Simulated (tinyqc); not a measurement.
Inside a calculation: eight-band Kane k.p model. Values are carried at full precision from step to step, so a last printed digit may differ when a step is redone from the rounded ones.

Constants: hbar^2/2m0 = 3.80998211 eV angstrom^2.

Inputs chosen for the exercise (near those of Ge; not measured data):
- Eg = 0.851 eV (gap at Gamma to the s-like level)
- Dso = 0.296 eV (spin-orbit splitting)
- Ep = 26.4 eV (Kane energy)
- me = 0.0383 m0 (electron mass at Gamma)
- g1 = 13.38 (Luttinger gamma1)
- g2 = 4.3 (gamma2)
- g3 = 5.69 (gamma3)
- k = (-0.033, 0.023, 0) 1/angstrom (wave vector)
- kmax = 0.1 1/angstrom (end of the path)

## Derived values

P = sqrt(Ep c); A = 1/me - Ep (Eg + 2 Dso/3)/(Eg (Eg + Dso)) keeps the electron mass; g1' = g1 - Ep/(3 Eg), g2' = g2 - Ep/(6 Eg), g3' = g3 - Ep/(6 Eg) remove the coupling to S that the Luttinger values already hold; L = -c (g1' + 4 g2'), M = -c (g1' - 2 g2'), N = -6 c g3'. c = hbar^2/2m0.

P = 10.0291 eV angstrom
A = -2.2441

g1', g2', g3': 3.0392  -0.8704  0.5196

L, M, N (eV angstrom^2): 1.6853  -18.2117  -11.8783

The coupling to the valence bands supplies 28.35, against 1/me = 26.11; A makes up the difference. The diagonal terms in A and L bend towards the gap, so the set should be tested for spurious states at large k.

## The Hamiltonian at one k

Eight-band Kane model, basis S, X, Y, Z times spin, zero of energy at the top of the unstrained valence band, c = hbar^2/2m0. Within each spin: H_SS = Eg + A c k^2, H_SX = i P kx (likewise Y, Z), H_XX = -Dso/3 + L kx^2 + M (ky^2 + kz^2), H_XY = N kx ky, and cyclic. Spin-orbit term (Dso/3) L.sigma on X, Y, Z with (L_k)_ij = -i epsilon_kij: <X+|H|Y+> = -i Dso/3, <X+|H|Z-> = Dso/3, <Y+|H|Z-> = -i Dso/3, <Z+|H|X-> = -Dso/3, <Z+|H|Y-> = i Dso/3, <X-|H|Y-> = i Dso/3, and their conjugates; + and - are the spin along z. Terms from inversion asymmetry are left out, so every level is twofold.

Fill in the matrix.

H(k) (eV):
```
          S+              X+              Y+        Z+        S-              X-
S+    0.8372        -0.3310i         0.2307i         0         0               0
X+   0.3310i         -0.1065  0.0090-0.0987i         0         0               0
Y+  -0.2307i  0.0090+0.0987i         -0.1176         0         0               0
Z+         0               0               0   -0.1281         0         -0.0987
S-         0               0               0         0    0.8372        -0.3310i
X-         0               0               0   -0.0987   0.3310i         -0.1065
Y-         0               0               0  -0.0987i  -0.2307i  0.0090-0.0987i
Z-         0          0.0987         0.0987i         0         0               0

                Y-        Z-
S+               0         0
X+               0    0.0987
Y+               0  -0.0987i
Z+         0.0987i         0
S-         0.2307i         0
X-  0.0090+0.0987i         0
Y-         -0.1176         0
Z-               0   -0.1281
```

## Levels and orbital character

Diagonalise H; the levels come in pairs. The weights are summed over spin and averaged over each pair.

levels, each twofold (eV): -0.3752  -0.1094  -0.0170  0.9866

weights:
```
   pair 1  pair 2  pair 3  pair 4
S   0.059   0.063   0.001   0.878
X   0.403   0.300   0.215   0.082
Y   0.321   0.268   0.372   0.039
Z   0.217   0.370   0.413   0.001
```

The conduction pair has 12.2 % valence character at this k; the valence pair with most S character is pair 2 (6.3 %).

## Bands along [110] and [111]

The same diagonalisation at six points |k| = 0, kmax/5, ..., kmax along each direction.

Levels (eV):

| direction | \|k\| (1/angstrom) | pair 1 | pair 2 | pair 3 | pair 4 |
|---|---|---|---|---|---|
| [110] | 0.000 | -0.2960 | 0.0000 | 0.0000 | 0.8510 |
| [110] | 0.020 | -0.3132 | -0.0340 | -0.0040 | 0.8888 |
| [110] | 0.040 | -0.3751 | -0.1089 | -0.0152 | 0.9850 |
| [110] | 0.060 | -0.4985 | -0.1810 | -0.0320 | 1.1108 |
| [110] | 0.080 | -0.6749 | -0.2432 | -0.0521 | 1.2481 |
| [110] | 0.100 | -0.8842 | -0.3083 | -0.0730 | 1.3876 |
| [111] | 0.000 | -0.2960 | 0.0000 | 0.0000 | 0.8510 |
| [111] | 0.020 | -0.3134 | -0.0346 | -0.0030 | 0.8887 |
| [111] | 0.040 | -0.3779 | -0.1081 | -0.0122 | 0.9840 |
| [111] | 0.060 | -0.5095 | -0.1711 | -0.0274 | 1.1073 |
| [111] | 0.080 | -0.6975 | -0.2159 | -0.0488 | 1.2401 |
| [111] | 0.100 | -0.9204 | -0.2545 | -0.0762 | 1.3732 |

At kmax the conduction band lies 14.4 meV and the top valence band 3.2 meV apart between the two directions. k.p holds near Gamma; the zone edge lies near 1 1/angstrom.

## Masses at Gamma

m*/m0 = c h^2/(E(h) - E(0)) with |k| = h = 0.0001 1/angstrom; negative values are hole-like.

Masses (m0):

| direction | pair 1 | pair 2 | pair 3 | pair 4 |
|---|---|---|---|---|
| [110] | -0.093 | -0.041 | -0.381 | 0.038 |
| [111] | -0.093 | -0.040 | -0.500 | 0.038 |

Without strain the limits are known: me for pair 4, -1/(g1 -/+ 2 g2) for the heavy and light holes along [100], -1/(g1 -/+ 2 g3) along [111], and -1/(g1 - Ep Dso/(3 Eg (Eg + Dso))) = -0.093 for the split-off band.

## Checks

- Electron mass of the unstrained model by finite differences against the input me: both 0.03830.
- Heavy-hole mass along [100] against 1/(g1 - 2 g2): both 0.2092.
- Light-hole mass along [100] against 1/(g1 + 2 g2): both 0.04550.

(tinyqc, `OMP_NUM_THREADS=1 python tinyqc.py 1050547 1050548 out.jsonl`, Intel(R) Xeon(R) Processor @ 2.30GHz, 1 thread, shared host, about 0.06 s.)
